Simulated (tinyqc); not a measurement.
# Series resistance and length offset from two lengths at two overdrives

Inverse problem. In strong inversion R W = Rsd + k(x)(L - dL), k(x) = (1 + th1 x)/(mu0 Cox x), x the overdrive, Cox = eps0 eox/tox, with Rsd and dL independent of x. Find dL, Rsd, mu0 and th1.

Parameters, values chosen for the exercise: relative permittivity of the gate insulator (close to silicon dioxide) eox = 3.9; insulator thickness tox = 7 nm.

Constants: eps0 = 8.8541878128e-14 F/cm where lengths are in cm. Results are converted to the units shown.

total resistance times width (ohm um):
```
                  L = 0.063 um  L = 0.4 um
overdrive 0.56 V    1827.85925  9847.66868
overdrive 1.01 V    1258.62615  6081.24301
```

Solution. At each overdrive R W is a straight line in L; the two lines cross at L = dL, R W = Rsd. Their slopes give k x = (1 + th1 x)/(mu0 Cox), a straight line in x.

dL = 0.00300 um
Rsd = 400 ohm um
mu0 = 170 cm^2/(V s)
th1 = 0.210 1/V

Computed by the program tinyqc: `OMP_NUM_THREADS=1 python tinyqc.py 2210023 2210024 out.jsonl`, one thread of a shared Intel Xeon 2.30GHz, about 0.01 s for the whole run.
